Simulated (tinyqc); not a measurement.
# Anisotropic wet etching of Si(100): plane rates, V-grooves, membranes and undercut, step by step

A worked calculation. Computed by tinyqc, a small Python program that keeps every step. Command: `OMP_NUM_THREADS=1 python tinyqc.py 3017066 3017067 out.jsonl wetetch walk`. One thread of a shared host (Intel(R) Xeon(R) Processor @ 2.30GHz), about 0.01 s of CPU time with the checks. Intermediate numbers are printed to about 6 digits and carried at full precision; extremes and crossings named in words are read from the listed rows.

A long slot opens the mask on a (100) wafer. The floor etches at R100; (111) walls stand at theta = arctan(sqrt2) = 54.7356 degrees to the surface and recede at R111 along their normal.

Inputs (values chosen for the exercise, close to those used for potassium hydroxide solutions):

| quantity | value | unit |
|---|---|---|
| prefactor k0 of the (100) rate | 5.2e+08 | um/min |
| activation energy of (100), E | 0.597 | eV |
| ratio (100)/(111) at 80 C | 79 | - |
| extra energy of (111), dE | 0.082 | eV |
| ratio (100)/oxide at 80 C | 130 | - |
| extra energy of the oxide, dE_ox | 0.25 | eV |
| corner undercut rate over (100) rate, c | 2.1 | - |
| bath temperature T | 85 | C |
| width w (mask opening along <110>, or membrane width in the design step) | 4.7 | um |
| misalignment of the mask | 0.2 | degrees |
| etch time t | 45 | min |
| wafer thickness d | 525 | um |
| membrane thickness wanted | 10 | um |

Constants: k_B = 8.617333262e-05 eV/K.

## Rates

R100 = k0 exp(-E/(k_B T)); a ratio given at 80 C scales as exp[(extra energy/k_B)(1/T - 1/353.15 K)]; R111 and R_ox follow by division. Temperatures in kelvin are T(C) + 273.15.

R100 = 2.06633 um/min

R111 = 0.0271588 um/min

R_ox = 0.0178264 um/min

anisotropy R100/R111 = 76.0834

## Shape after the time t

A misaligned edge exposes ledges and adds R100 sin(misalignment) to the lateral rate (a simple estimate): u = R111/sin(theta) + R100 sin(misalignment). Top width W = w + 2 u t; floor width b = W - 2 z/tan(theta) = W - sqrt2 z. The floor lasts until b = 0, at t_V = w/(sqrt2 R100 - 2u); depth z = R100 t before t_V and W/sqrt2 after.

lateral rate u = 0.0404754 um/min

time t_V to close the V = 1.65418 min

top width W = 8.34279 um

depth z = 5.89924 um

floor width b = 0 um

The groove has closed to a V and now deepens at sqrt2 u = 0.0572 um/min, 2.8 % of R100.

## Designing a membrane from the back side

Etch depth d - membrane, time = depth/R100; for a membrane as wide as w the opening must be w + sqrt2 depth - 2 u time; oxide mask consumed R_ox x time; a 1 K error changes the depth by the fraction E/(k_B T^2); a convex mask corner, such as that of a mesa, would retreat by c x depth.

time to reach the membrane = 249.234 min

opening needed = 712.844 um

oxide consumed = 4442.95 nm

depth error per kelvin = 27.8150 um

retreat of a convex corner = 1081.5 um

The error per kelvin is 278 % of the membrane, so a timed etch cannot hold it and an etch stop is needed. The oxide loss calls for a nitride mask. A corner retreat larger than the depth shows why mesas need compensation structures. Caution: the remaining silicon is too narrow for its thickness to act as a membrane. Caution: rates also depend on concentration, doping, additives and stirring, all held fixed here.

## Speed against selectivity over temperature

Each row etches to the depth d - membrane; undercut per side = (R111/sin(theta) + R100 sin(misalignment)) x time.

Etching to a fixed depth:

| T (C) | R100 (um/min) | R100/R111 | time (h) | undercut (um) | oxide consumed (nm) |
|---|---|---|---|---|---|
| 30 | 0.06181 | 123.207 | 138.867 | 6.9171 | 1021.93 |
| 40 | 0.12823 | 111.456 | 66.936 | 7.4568 | 1387.21 |
| 50 | 0.25428 | 101.453 | 33.755 | 8.0148 | 1847.78 |
| 60 | 0.48394 | 92.871 | 17.736 | 8.5893 | 2419.26 |
| 70 | 0.88711 | 85.453 | 9.676 | 9.1788 | 3118.13 |
| 80 | 1.57130 | 79.000 | 5.463 | 9.7818 | 3961.54 |
| 90 | 2.69691 | 73.350 | 3.183 | 10.3967 | 4967.16 |
| 100 | 4.49675 | 68.376 | 1.909 | 11.0223 | 6152.99 |

From 30 to 100 C the time falls by a factor 72.8, while the oxide loss grows by 6.02 and the undercut by 1.59: the slower planes and the mask have the higher activation energies, so heat costs selectivity. Misalignment gives 1.80 um of the undercut at any T.

Checks made by the program: depth against time integration (relative difference below 1e-10).
